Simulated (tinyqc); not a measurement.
Worked calculation: order-disorder in a binary alloy on two sublattices: Bragg-Williams and pair (quasi-chemical) approximations. Computed by tinyqc, a small Python program that keeps every step. Command: `OMP_NUM_THREADS=1 python tinyqc.py 3015790 3015791 out.jsonl order walk`. One thread of a shared host (Intel(R) Xeon(R) Processor @ 2.30GHz), about 0.01 s of CPU time with the checks. Intermediate numbers are printed to about 6 digits and carried at full precision; extremes and crossings named in words are read from the listed rows.

All z = 4 neighbours of a site lie on the other sublattice. B fills the sublattices with x + eta/2 and x - eta/2; energies are per site, from the pure components: u = -z w y with y the probability of an A-B bond taken in one order.

Inputs (values chosen for the exercise, for a model alloy): ordering energy w = (e_AA + e_BB)/2 - e_AB = 8.63 meV; fraction x of B = 0.5; temperature T = 143 K.

Lattice: square (z = 4). Method: Newton steps.

scattering factors f_A, f_B (electrons): [28, 45]

Constants: k_B = 8.617333262e-05 eV/K.

## Critical temperatures

Bragg-Williams: k_B T_c = 2 z w x (1 - x). Pair approximation at x = 1/2: k_B T_c = w/ln(z/(z - 2)).

T_c, Bragg-Williams = 200.294 K

T_c, pair approximation at x = 1/2 = 144.482 K

At x = 1/2 the pair value is 0.721 of the Bragg-Williams one; the ratio tends to 1 as z grows.

## Long-range order, Bragg-Williams

Bragg-Williams: u = -z w [x (1 - x) + eta^2/4]; minimising f gives ln[a (1 - b)/(b (1 - a))] = 2 z w eta/(k_B T) =: ln Q, a = x + eta/2, b = x - eta/2. For given Q this is a quadratic for eta, (Q - 1) eta^2/4 - (Q + 1) eta/2 + (Q - 1) x (1 - x) = 0, smaller root: the map eta -> phi(eta). Newton steps on phi(eta) - eta, with the slope by central differences of 1e-6; start at 0.999 times 2x; stop when |phi - eta| < 1e-10.

Iteration:
```
step       eta  phi(eta)     phi - eta
1     0.999000  0.885191  -1.13809e-01
2     0.835680  0.824433  -1.12470e-02
3     0.815281  0.815063  -2.18165e-04
4     0.814869  0.814869  -9.10246e-08
5     0.814869  0.814869             0
```

order parameter eta = 0.814869

last residual = 0

Converged: eta is 81.5 % of its largest value 2x. Caution: T is near or above the T_c of the better pair approximation, so the true long-range order is lower than Bragg-Williams gives.

## Energy, entropy and site fractions

a = x + eta/2, b = x - eta/2; u = -z w [x (1 - x) + eta^2/4]; s/k_B = [s2(a) + s2(b)]/2, s2(c) = -c ln c - (1 - c) ln(1 - c); gain on ordering = f(eta) - f(0), f = u - T s. Superlattice over fundamental intensity = [eta (f_B - f_A)/2]^2/[(1 - x) f_A + x f_B]^2.

B fraction on its own sublattice = 0.907434

B fraction on the A sublattice = 0.0925656

energy u = -14.3604 meV/site

entropy s = 0.308434 k_B/site

gain on ordering = -0.989676 meV/site

intensity ratio = 0.0360104

The antisite fraction is 0.0926; the dilute estimate exp(-z w/(k_B T)) gives 0.0607.

## Short-range order at the Bragg-Williams T_c

Quasi-chemical disordered state, with T here the Bragg-Williams T_c and not the input T: y^2/[(1 - x - y)(x - y)] = exp(2 w/(k_B T)) =: E, so y = 2 x (1 - x)/(1 + r), r = sqrt(1 - 4 x (1 - x)(1 - 1/E)); Warren-Cowley alpha = 1 - y/(x (1 - x)); u = -z w y.

bond probability y = 0.311230

alpha of the disordered state at the Bragg-Williams T_c = -0.244919

energy of the disordered state = -10.7436 meV/site

Short-range order already holds 24 % of the full ordering energy z w x^2, counted from the random alloy at -z w x (1 - x); Bragg-Williams puts none there.

## Both approximations at x = 1/2

At x = 1/2 the alloy is an Ising model with K = w/(2 k_B T). Bragg-Williams: eta = tanh(z K eta), neighbour correlation -eta^2. Pair: h = (z - 1) artanh(tanh K tanh h), eta = tanh(z h/(z - 1)), correlation -(tanh K + tanh^2 h)/(1 + tanh K tanh^2 h). T is given in units of the Bragg-Williams T_c at x = 1/2, z w/(2 k_B).

Order and neighbour correlation:
```
T/T_c    T (K)  eta, Bragg-Williams  correlation, Bragg-Williams  eta, pair  correlation, pair
0.30    60.088             0.997414                    -0.994834   0.997044          -0.994316
0.45    90.132             0.973976                    -0.948629   0.960954          -0.932738
0.55   110.162             0.935529                    -0.875215   0.876888          -0.813708
0.65   130.191             0.872065                    -0.760498   0.658467          -0.588448
0.75   150.220             0.775516                    -0.601426   0.000000          -0.321513
0.85   170.250             0.629501                    -0.396272   0.000000          -0.285920
0.95   190.279             0.379485                    -0.144009   0.000000          -0.257247
1.10   220.323             0.000000                     0.000000   0.000000          -0.223439
1.50   300.441             0.000000                     0.000000   0.000000          -0.165140
```

The pair approximation loses long-range order between T/T_c = 0.65 and 0.75, at 144 K, and keeps a correlation of -0.165 in the last row. At its own T_c the correlation is -1/(z - 1) = -0.333, so the fewer the neighbours, the more of the ordering energy is released above T_c.

Checks made by the program: eta against bracketed root finding (relative difference below 1e-10).
